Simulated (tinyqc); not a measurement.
Inside a calculation. Model: Haynes-Shockley experiment: drift, diffusion and decay of a minority-carrier pulse. Computed by tinyqc, a small Python program that keeps every step. Command: `OMP_NUM_THREADS=1 python tinyqc.py 3113318 3113319 out.jsonl haynes walk`. One thread of a shared host (Intel(R) Xeon(R) Processor @ 2.30GHz), about 0.01 s of CPU time with the checks. Intermediate numbers are printed to about 6 digits and carried at full precision; extremes and crossings named in words are read from the listed rows.

A thin sheet of excess carriers is made at x = 0, t = 0 in a long uniform bar; injection is low, so the pulse moves with the minority mobility.

Inputs (values chosen for the exercise, modelled on electrons in p-type germanium in a lightly doped bar):
```
quantity                       value         unit
minority mobility mu            4230   cm^2/(V s)
lifetime tau                     480  microsecond
temperature T                    300            K
field F                          2.1         V/cm
distance d to the collector     0.68           cm
second distance d2               1.7           cm
injected sheet density N0    3.7e+09       1/cm^2
```

Constants: k_B = 8.617333262e-05 eV/K.

## Transport coefficients

D = mu k_B T/e, v = mu F. Transit time d/v, diffusion length sqrt(D tau), drift length v tau, Peclet number v d/D = e F d/(k_B T).

D = 109.354 cm^2/s

drift velocity v = 8883 cm/s

transit time d/v = 76.5507 microsecond

diffusion length = 2291.07 micrometre

drift length v tau = 4.26384 cm

Peclet number = 55.2375

The pulse must travel 0.159 drift lengths.

## The signal at the collector

dn(x, t) = N0/sqrt(4 pi D t) exp(-(x - v t)^2/(4 D t) - t/tau). At fixed x the signal peaks where d ln(dn)/dt = 0: a t^2 + t/2 - x^2/(4 D) = 0 with a = v^2/(4 D) + 1/tau. The full width at half maximum is found by solving dn(x, t) = peak/2 on both sides of the peak.

time of the peak t_p = 74.7548 microsecond

peak density = 9.80264e+09 1/cm^3

width at half maximum = 33.6101 microsecond

The peak comes 2.3 % before d/v, since spreading and recombination both weaken the later part of the pulse.

## Shape in time

Times are 0.7, 0.8, 0.9, 0.95, 1, 1.05, 1.1, 1.2 and 1.4 t_p.

Signal at d:
```
t/t_p  t (microsecond)  dn (1/cm^3)  dn/peak
0.70            52.328  1.63696e+09  0.16699
0.80            59.804  4.88988e+09  0.49883
0.90            67.279  8.39980e+09  0.85689
0.95            71.017  9.45066e+09  0.96409
1.00            74.755  9.80264e+09  1.00000
1.05            78.493  9.48382e+09  0.96748
1.10            82.230  8.64033e+09  0.88143
1.20            89.706  6.17260e+09  0.62969
1.40           104.657  2.01030e+09  0.20508
```

At 0.9 and 1.1 t_p the signal is 0.857 and 0.881 of its peak: the trailing side is the wider one.

## Simple reading of the pulse

With w the full width at half maximum: mu = d/(F t_p); D = (w d)^2/(16 ln2 t_p^3); Einstein ratio D/mu against k_B T/e.

apparent mobility = 4331.62 cm^2/(V s)

apparent D = 112.744 cm^2/s

apparent D/mu = 26.0282 mV

error of mu = 2.40243 %

error of D = 3.10041 %

The true k_B T/e is 25.85 mV.

## Two distances

Differences remove part of the bias: mu = (d2 - d)/(F (t_p2 - t_p)). The time-integrated signal is A(x) = (N0/u) exp(x (v - u)/(2 D)), u = sqrt(v^2 + 4 D/tau); the simple lifetime is tau = (t_p2 - t_p)/ln(A(d)/A(d2)).

t_p2 = 188.916 microsecond

mobility from two distances = 4254.63 cm^2/(V s)

area ratio A(d)/A(d2) = 1.26939

lifetime from areas = 478.595 microsecond

Errors: mobility +0.58 % (one distance +2.40 %), lifetime -0.29 %.

## How the errors depend on the field

With w that width: mu = d/(F t_p); D = (w d)^2/(16 ln2 t_p^3). The field is scaled by the factors listed.

Errors of the simple reading:
```
factor  F (V/cm)    v d/D  v^2 tau/(4 D)  error of mu (%)  error of D (%)
0.5         1.05   27.619          21.65          5.96846         6.19876
0.7         1.47   38.666          42.43          3.79086         4.43482
1.0         2.10   55.238          86.59          2.40243         3.10041
1.5         3.15   82.856         194.83          1.47048         2.06179
2.5         5.25  138.094         541.19          0.81911         1.23344
4.0         8.40  220.950        1385.43          0.48970         0.76934
7.0        14.70  386.663        4242.89          0.27074         0.43892
```

The error of mu falls from 5.97 to 0.271 %. For large v d/D it is about D/(v d) + 2 D/(v^2 tau), here 0.270 % in the last row: one part from spreading, one from recombination.

Checks made by the program: area of the signal against its closed form (relative difference below 1e-10).
